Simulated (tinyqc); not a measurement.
Thermodynamics of metal silicides: hull, first phase, silicon consumed, nucleation and stability against SiO2: one step, computed by the program tinyqc.

Entropies of formation of the solids are neglected, so heats stand for free energies. Si fractions: M2Si 0.3333, MSi 0.5000, MSi2 0.6667.

Task: First phase. Effective heat of formation: at the interface the mixture has the Si fraction x_e; the limiting element scales the heat, H_eff = H x_e/x if x_e < x, H (1 - x_e)/(1 - x) otherwise. The rule names the most negative as the first phase; its restriction to congruently melting phases is left out here.

Inputs (values chosen for the exercise, for a model metal): heat of formation of M2Si = -53 kJ/mol atoms; heat of formation of MSi = -56.2 kJ/mol atoms; heat of formation of MSi2 = -22.4 kJ/mol atoms; Si fraction x_e at the lowest liquidus = 0.28.

Phases: M2Si, MSi, MSi2.

Give: H_eff; most negative H_eff.

Result:

H_eff (kJ/mol atoms): M2Si -44.520, MSi -31.472, MSi2 -9.408

most negative H_eff = -44.52 kJ/mol atoms

The rule picks M2Si, ahead of MSi by 13.0 kJ/mol; it is not the phase with the most negative heat itself. The rule is empirical and ignores nucleation barriers.
